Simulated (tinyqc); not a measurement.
Inside a calculation. Model: bandgap voltage reference from two bipolar transistors.

tinyqc, about 0.02 s, one thread, Intel Xeon 2.30GHz (shared host): `OMP_NUM_THREADS=1 python tinyqc.py 2062165 2062166 out.jsonl` Printed values are rounded.

Two transistors of area 1 and N carry the same current I. Is(T) = Is (T/T0)^eta exp[(Vg0 q/kB)(1/T0 - 1/T)], VBE1 = Vt ln(I/Is(T)) + I rb, VBE2 = Vt ln(I/(N Is(T))) + I rb/N. The amplifier forces I R1(T) = VBE1 - VBE2 + Vos, with R(T) = R (1 + tc (T - T0)) for both resistors, and the output is Vref = VBE1 + I R2(T). Base currents and the Early effect are neglected.

Inputs (values chosen for the exercise); values of the order met in silicon bipolar transistors:
- T0 = 298 K (reference temperature)
- Vg0 = 1.146 V (band-gap voltage extrapolated to 0 K)
- eta = 4 (temperature exponent of the saturation current)
- Is = 7.1e-16 A (saturation current of the unit transistor at T0)
- N = 8 (area ratio of the second transistor)
- R1 = 9.2 kohm (resistor across which the difference of VBE falls, at T0)
- tc = 0 ppm/K (temperature coefficient of both resistors)
- Vos = 0 mV (offset of the amplifier)
- rb = 130 ohm (series resistance of the unit transistor)
- R2 = 104.9 kohm (output resistor at T0)
- T = 358 K (temperature)

Constants: q = 1.602176634e-19 C, kB = 1.380649e-23 J/K. Results are converted to the units shown.

## Operating point at the reference temperature

Vt = kB T/q; I = (Vt ln N + Vos)/(R1(T) - rb (1 - 1/N)). Evaluate at T = T0.

Vt = 0.02567965 V
I = 5.876939 uA
Is(T) = 7.1e-16 A
VBE1 = 0.5872049 V
I R2 = 0.6164909 V
Vref = 1.203696 V

## Operating point at another temperature

Vt = kB T/q; I = (Vt ln N + Vos)/(R1(T) - rb (1 - 1/N)).

Vt = 0.03085005 V
I = 7.060215 uA
Is(T) = 2.619175e-12 A
VBE1 = 0.4577185 V
I R2 = 0.7406166 V
Vref = 1.198335 V

From T0 to T, VBE1 changes by -129 mV and I R2 by 124 mV, which leaves -5.36 mV in Vref.

## Resistor for zero slope at T0, ideal case

With tc = 0, Vos = 0 and rb = 0 the current is proportional to T, dVBE/dT = (VBE - Vg0 - (eta - 1) Vt)/T, and Vref has zero slope at T0 when Vref = Vg0 + (eta - 1) Vt0. Find VBE1, its slope, that Vref, R2/R1 and the curvature d2Vref/dT2 = -(eta - 1) kB/(q T0).

VBE1 = 0.5861214 V
dVBE/dT = -2.137307 mV/K
Vref = 1.223039 V
R2/R1 = 11.92744
curvature = -0.8675168 uV/K^2
